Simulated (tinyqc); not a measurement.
From results back to parameters: plasmons of a degenerate electron gas in the random-phase approximation. Four cases, with inputs chosen for the exercise.

Problem. At small q the plasmon follows E = Ep + B q^2 with B = (3/10)(hbar vF)^2/Ep, hbar vF = 2 c kF/m; n and m are hidden.

Zero temperature, parabolic band: kF = (3 pi^2 n)^(1/3), EF = c kF^2/m, Ep^2 = 8 pi c e2 n/(m eb), qTF^2 = 6 pi e2 n/(eb EF), c = hbar^2/2m0, e2 = e^2/(4 pi eps0), n in 1/angstrom^3 (1e-24 per 1/cm^3).

Constants: hbar^2/2m0 = 3.80998211 eV angstrom^2; e^2/(4 pi eps0) = 14.39964547 eV angstrom.

Case 1.

Values chosen (out of a larger set: a free-electron density near that of Al; not measured data): eb = 1 (background dielectric constant).

Ep = 15.5781 eV
B = 3.36101 eV angstrom^2

Case 2.

Values chosen (out of a larger set: a free-electron density near that of Al; not measured data): eb = 1 (background dielectric constant).

Ep = 15.6223 eV
B = 3.36418 eV angstrom^2

Case 3.

Values chosen (out of a larger set: a free-electron density near that of Al; not measured data): eb = 1 (background dielectric constant).

Ep = 15.7978 eV
B = 3.37673 eV angstrom^2

Case 4.

Values chosen (out of a larger set: mass and background constant near those of InAs; polar phonons, which mix with the plasmon in the real crystal, and the rise of the mass with filling are left out; not measured data): eb = 12.3 (background dielectric constant).

Ep = 183.852 meV
B = 523.989 eV angstrom^2

Find: hbar vF; kF; n; m.

Solution. hbar vF = sqrt(B Ep/0.3); Ep^2 = (4 e2/(3 pi eb)) kF^2 hbar vF gives kF, then n and m.

Case 1.

hbar vF = 13.21 eV angstrom
kF = 1.734 1/angstrom
n = 1.76e+23 1/cm^3
m = 1.000 m0

Case 2.

hbar vF = 13.24 eV angstrom
kF = 1.737 1/angstrom
n = 1.77e+23 1/cm^3
m = 1.000 m0

Case 3.

hbar vF = 13.33 eV angstrom
kF = 1.750 1/angstrom
n = 1.81e+23 1/cm^3
m = 1.000 m0

Case 4.

hbar vF = 17.92 eV angstrom
kF = 0.06161 1/angstrom
n = 7.90e+18 1/cm^3
m = 0.026 m0

Computed by tinyqc, one run a case: `OMP_NUM_THREADS=1 python tinyqc.py N N+1 out.jsonl` with N = 1650120, 1650137, 1650157, 1650219; one thread of a shared Intel(R) Xeon(R) Processor @ 2.30GHz, about 0.01 s a run at most.
